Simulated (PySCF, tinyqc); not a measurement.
RHF in the sto-3g basis, for H3+, spin multiplicity 1, step by step. The lowest restricted solution is unstable here: a spin-polarised one lies 0.0000 hartree lower (PySCF). One step of it, computed by the program tinyqc.

Question. Iteration 3: building the Fock matrix. J_ij = sum D_kl (ij|kl), K_ij = sum D_kl (ik|jl); F = H + J - 0.5 K; E = tr D H + tr D J / 2 - 0.25 tr D K + E_nn.

D after iteration 2, lower triangle:
```
          1H 1s     2H 1s     3H 1s
1H 1s  0.571494
2H 1s  0.452553  0.358367
3H 1s  0.421047  0.333417  0.310205
```

core Hamiltonian H = T + V (hartree), lower triangle:
```
           1H 1s      2H 1s      3H 1s
1H 1s  -1.316483
2H 1s  -0.676263  -1.203074
3H 1s  -0.577438  -0.280711  -1.165423
```

Two-electron integrals (ij|kl) in chemists' order, unique and non-zero (hartree):
```
(11|11) 0.774606   (21|11) 0.236378   (21|21) 0.098220   (22|11) 0.425127
(22|21) 0.236378   (22|22) 0.774606   (31|11) 0.195826   (31|21) 0.064716
(31|22) 0.125583   (31|31) 0.070303   (32|11) 0.077104   (32|21) 0.032659
(32|22) 0.080139   (32|31) 0.028231   (32|32) 0.014093   (33|11) 0.393967
(33|21) 0.140111   (33|22) 0.291001   (33|31) 0.195826   (33|32) 0.080139
(33|33) 0.774606
```

nuclear repulsion = 1.15385864 hartree

Give: Coulomb J; exchange K; Fock matrix F; total energy of this density.

Answer.

Coulomb J (hartree), lower triangle:
```
        1H 1s   2H 1s   3H 1s
1H 1s  1.1475
2H 1s  0.4284  0.9840
3H 1s  0.3543  0.1604  0.9149
```

exchange K (hartree), lower triangle:
```
        1H 1s   2H 1s   3H 1s
1H 1s  0.9217
2H 1s  0.5779  0.6330
3H 1s  0.5002  0.3348  0.5294
```

Fock matrix F (hartree), lower triangle:
```
         1H 1s    2H 1s    3H 1s
1H 1s  -0.6298
2H 1s  -0.5368  -0.5356
3H 1s  -0.4732  -0.2877  -0.5152
```

total energy of this density = -1.155384 hartree
